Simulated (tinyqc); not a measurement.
# Electron mobility in a silicon inversion layer, empirical terms and Matthiessen rule: universality: two dopings at the same effective field

Inversion layer of sheet density Ns on a uniformly doped body, under a high-permittivity gate with an interlayer. The mobility terms are empirical power laws with prefactors chosen for the exercise; adding their inverses (Matthiessen) is itself an approximation.

ni = sqrt(Nc Nv) exp(-Eg/(2 Vt)), Eg in volts; Ndep = sqrt(2 eps0 eps_r Nb (2 Vt ln(Nb/ni) + Vsb)/q); E = q (Ndep + eta Ns)/(eps0 eps_r), in MV/cm. With t = T/(300 K): muC = Ac (Ns/1e12 cm^-2) t/(Nb/1e17 cm^-3 + Nit/1e11 cm^-2), muP = Ap E^(-1/3) t^(-1.75), muS = As E^(-gs), muR = Ar exp(2 ti/lr)/t; 1/mu is the sum of the inverses. For each E, Ns is chosen to give that field on bodies with Nb = 2e16 and 1.9e17 cm^-3; the last column leaves out muC.

Inputs (values chosen for the exercise); material values close to those of silicon: temperature T = 300 K; band gap Eg = 1.1 eV; relative permittivity of the semiconductor eps_r = 11.6; conduction-band density of states at T Nc = 2.75e19 cm^-3; valence-band density of states at T Nv = 2.63e19 cm^-3; reverse body bias Vsb = 0.6 V; weight of the inversion charge in the effective field eta = 0.5; phonon-limited mobility at 1 MV/cm and 300 K Ap = 445 cm^2/(V s); roughness-limited mobility at 1 MV/cm As = 992 cm^2/(V s); exponent of the roughness term gs = 2; Coulomb prefactor Ac = 3700 cm^2/(V s); charge at the interface Nit = 1e12 cm^-2; remote-phonon mobility without interlayer Ar = 320 cm^2/(V s); interlayer thickness ti = 0.6 nm; decay length of remote phonons lr = 0.5 nm.

Constants: q = 1.602176634e-19 C, kB = 1.380649e-23 J/K, Vt = kB T/q, eps0 = 8.8541878128e-14 F/cm where lengths are in cm. Results are converted to the units shown.

Universality: two dopings at the same effective field:

| E (MV/cm) | Ns, light body (cm^-2) | mu, light (cm^2/(V s)) | Ns, heavy body (cm^-2) | mu, heavy (cm^2/(V s)) | without muC (cm^2/(V s)) |
|---|---|---|---|---|---|
| 0.31 | 2.808e12 | 346.8 | 2.236e11 | 61.40 | 526.0 |
| 0.385 | 3.769e12 | 357.3 | 1.185e12 | 209.1 | 483.6 |
| 0.477 | 4.949e12 | 353.9 | 2.365e12 | 275.6 | 440.8 |
| 0.592 | 6.423e12 | 338.7 | 3.839e12 | 297.5 | 396.2 |
| 0.734 | 8.244e12 | 313.7 | 5.660e12 | 292.2 | 350.4 |
| 0.91 | 1.050e13 | 281.0 | 7.916e12 | 270.1 | 303.4 |
| 1.13 | 1.332e13 | 242.8 | 1.074e13 | 237.5 | 255.7 |
| 1.4 | 1.678e13 | 202.5 | 1.420e13 | 200.0 | 209.5 |

The heavily doped body has 0.177 of the mobility of the light one in the first row and 0.988 in the last; there they lie 4.5 % below and 3.3 % below the curve without Coulomb scattering, which depends on E alone. The heavy body leaves that curve at low E because its field comes mostly from depletion charge and few carriers screen.

Program tinyqc, `OMP_NUM_THREADS=1 python tinyqc.py 2510136 2510137 out.jsonl`; Intel Xeon 2.30GHz, shared host, one thread, about 0.01 s.
